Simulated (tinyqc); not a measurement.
Depletion-mode phase shifter in a rib waveguide and its Mach-Zehnder modulator: one step of the calculation.

A lateral p-n junction at x0 in a waveguide whose mode intensity is a Gaussian of rms width s about x = 0; p side at smaller x. Reverse bias removes carriers and raises the index. Abrupt junction, doping uniform over the whole mode, lumped electrode (no travelling-wave effects).

Question. Mach-Zehnder modulator. One arm driven from 0 to V: phase 2 pi dneff L/lam; biased at quadrature the output swings between [1 -+ sin(phase/2)]/2; extinction ratio in dB; insertion loss = loss x L.

Inputs (values chosen for the exercise):
```
symbol,value,unit,meaning
lam,1550,nm,wavelength
L,2,mm,length of the phase shifter
```

dneff = 6.8496455e-5
loss = 12.932881 dB/cm

Wanted: phase; extinction ratio; insertion loss.

Answer.

phase = 0.1768 pi
extinction ratio = 2.443 dB
insertion loss = 2.587 dB

Computed by the program tinyqc: `OMP_NUM_THREADS=1 python tinyqc.py 2650127 2650128 out.jsonl`, one thread of a shared Intel Xeon 2.30GHz, about 0.01 s for the whole run.
